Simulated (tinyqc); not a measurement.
Read current of a NAND string, cells in series solved by shooting: one step of the calculation.

Cells in series, numbered from 0 at the source line (0 V) to the bit line, each followed by a gap resistance Rg. A cell with gate Vg, threshold VT, source Vs and drain Vd passes I = 2 nf K Vt^2 [F(Vs) - F(Vd)]/(1 + th max(Vg - VT, 0)), F(V) = ln^2(1 + exp((Vg - VT - nf V)/(2 nf Vt))). The selected cell has Vg = Vr, the others Vg = Vp.

Problem. Node voltages for a trial current. For a trial current I start at 0 V and, cell by cell (the selected one is cell 3), solve for the drain: sqrt(F(Vd)) = sqrt(F(Vs) - I/k), k = 2 nf K Vt^2/(1 + th max(Vg - VT, 0)), Vd = [Vg - VT - 2 nf Vt ln(exp(sqrt F) - 1)]/nf, then add I Rg.

Inputs (values chosen for the exercise); values of the order met in vertical NAND strings: temperature T = 300 K; gain factor of a cell K = 7.2 uA/V^2; slope factor nf = 1.2; mobility reduction factor th = 0.04 1/V; resistance of the gap between cells Rg = 18 kohm; bit-line voltage Vbl = 0.7 V; pass voltage Vp = 6.1 V; read voltage on the selected word line Vr = 1.65 V.

Constants: q = 1.602176634e-19 C, kB = 1.380649e-23 J/K, Vt = kB T/q. Results are converted to the units shown.

first trial current = 1.3 uA
thresholds from the source end, cell 0 to 3 (V): -0.7  -0.7  -0.7  0.5

Find: node voltage after each cell and gap, trial 1.

Solution.

node voltage after each cell and gap, trial 1, cell 0 to 3 (V): 0.05728  0.1149  0.1729  0.4320

Program tinyqc, `OMP_NUM_THREADS=1 python tinyqc.py 2142213 2142214 out.jsonl`; Intel Xeon 2.30GHz, shared host, one thread, about 0.9 s.
